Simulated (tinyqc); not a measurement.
From results back to parameters: six-band hole subbands of a thin body in a field.

Problem. Without spin-orbit coupling the masses along a normal n are the inverse eigenvalues of C(n n^T)/c: 1/(g1 - 2 g2) twice and 1/(g1 + 4 g2) on (001); 1/(g1 - 2 g3) twice and 1/(g1 + 4 g3) on (111); on (110) 1/(g1 + g2 - 3 g3), 1/(g1 - 2 g2) and 1/(g1 + g2 + 3 g3). Three masses were computed from hidden g1, g2, g3.

heavy and light mass on (001) (m0): 0.276243  0.176678

heavy mass on (111) = 0.704225 m0

Find: g1, g2, g3; heaviest mass on (110).

Solution. The inverse masses on (001) differ by 6 g2, which gives g2 and g1; g3 = (g1 - 1/m(111))/2.

g1, g2, g3: 4.30  0.34  1.44

heaviest mass on (110) = 3.12 m0

Program tinyqc; command `OMP_NUM_THREADS=1 python tinyqc.py 1251591 1251592 out.jsonl`; about 0.3 s on one thread of a shared Intel(R) Xeon(R) Processor @ 2.30GHz.
